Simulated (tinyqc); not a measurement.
## MOS inversion layer, Poisson-Schroedinger loop: effect of the extra shift of set B (strain)

Electrons confined at an insulator interface at z = 0, treated as a hard wall; parabolic valleys, Hartree approximation, no image or exchange terms. The depletion charge lies far deeper than the electrons and gives a uniform field q Nd/(eps0 eps_r); the gate balances all charge. Energies are counted from the band edge at the interface.

Schroedinger equation -(C/mz) psi'' + (V0 + U + dE for set B) psi = E psi, C = hbar^2/(2 m0), psi(0) = 0, on a uniform mesh of 800 nodes with a far wall at 35 nm, 8 levels a set; V0 = q Nd z/(eps0 eps_r); dU/dz = q (Ns - integral of n from 0 to z)/(eps0 eps_r), U(0) = 0; N_k = g md m0 q Vt/(pi hbar^2) ln(1 + exp((EF - E_k)/Vt)), g the number of valleys of the set, sum N_k = Ns. Triangular well: E_k = a_k (C F^2/mz)^(1/3), a_1 = 2.338107, a_2 = 4.087949, C = hbar^2/(2 m0), F in eV/nm. Fang-Howard (all electrons in the lowest level of set A): b^3 = 6 (mz1/C) q (Nd + 11 Ns/32)/(eps0 eps_r), centroid 3/b, level C b^2/(4 mz1) + (3/b) q (Nd + 11 Ns/16)/(eps0 eps_r). The centroid adds 3.9 z_av/eps_r to an oxide-equivalent thickness.

Parameters, values chosen for the exercise; masses and permittivity close to those of germanium (111):
- T = 200 K (temperature)
- eps_r = 16.1 (relative permittivity)
- mz1 = 1.57 m0 (mass along z of valley set A (1 valley(s)))
- md1 = 0.0821 m0 (in-plane density-of-states mass of set A)
- mz2 = 0.0903 m0 (mass along z of valley set B (3 valley(s)))
- md2 = 0.338 m0 (in-plane density-of-states mass of set B)
- Ns = 1e13 cm^-2 (sheet density of electrons)
- Nd = 2.7e10 cm^-2 (sheet density of depletion charge)

Constants: q = 1.602176634e-19 C, kB = 1.380649e-23 J/K, hbar = 1.054571817e-34 J s, m0 = 9.1093837015e-31 kg, Vt = kB T/q, eps0 = 8.8541878128e-14 F/cm where lengths are in cm, hbar^2/(2 m0) = 0.0380998212 eV nm^2. Results are converted to the units shown.

The same in every row: Fang-Howard centroid (nm) = 1.41.

Effect of the extra shift of set B (strain):

| dE (eV) | A1 (meV) | B1 (meV) | EF (meV) | share of A1 (%) | share of set A (%) | centroid z_av (nm) | added oxide equivalent (nm) |
|---|---|---|---|---|---|---|---|
| -0.05 | 147 | 248 | 249 | 34.9 | 43.8 | 3.20 | 0.776 |
| -0.02 | 146 | 267 | 262 | 39.8 | 56.4 | 3.06 | 0.740 |
| 0.01 | 144 | 287 | 272 | 43.9 | 71.4 | 2.91 | 0.704 |
| 0.04 | 143 | 310 | 280 | 46.9 | 86.7 | 2.79 | 0.676 |
| 0.07 | 143 | 336 | 284 | 48.5 | 96.2 | 2.74 | 0.664 |
| 0.1 | 143 | 365 | 285 | 48.9 | 99.2 | 2.73 | 0.660 |
| 0.13 | 142 | 395 | 285 | 49.0 | 99.9 | 2.72 | 0.660 |
| 0.16 | 142 | 425 | 286 | 49.1 | 100 | 2.72 | 0.660 |

As dE goes from -0.05 to 0.16, A1 falls from 147 to 142 meV, the share of A1 rises from 34.9 to 49.1 % and the centroid falls from 3.20 to 2.72 nm. The Fang-Howard centroid is 56 % below the full one in the first row, where A1 holds 34.9 %, and 48 % below it in the last, where A1 holds 49.1 %. For dE = 0.04, 0.07, 0.1, 0.13, 0.16 the eighth level of a set still holds over 0.4 % of the electrons, so more levels and a farther wall would raise the centroid.

Numbers from tinyqc (`OMP_NUM_THREADS=1 python tinyqc.py 2160053 2160054 out.jsonl`; about 2 s on one thread of a shared Intel Xeon 2.30GHz).
